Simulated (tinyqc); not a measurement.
Length offset and series resistance from crossing lines.

Problem. R_total = Rs + k (L - dL)/Vo with constant Rs, dL and k. Find k, dL and Rs.

R_total at (L, Vo) = (50, 0.35), (100, 0.35), (50, 0.8) and (100, 0.8), L in nm and Vo in V (ohm um): 452.22857  680.8  366.6  466.6

Answer. At each overdrive R is a straight line in L with slope k/Vo; the two lines cross at L = dL, R = Rs.

k = 1.600 ohm um V/nm
dL = 16.70 nm
Rs = 300.0 ohm um

tinyqc, about 0.03 s, one thread, Intel Xeon 2.30GHz (shared host): `OMP_NUM_THREADS=1 python tinyqc.py 2282175 2282176 out.jsonl`
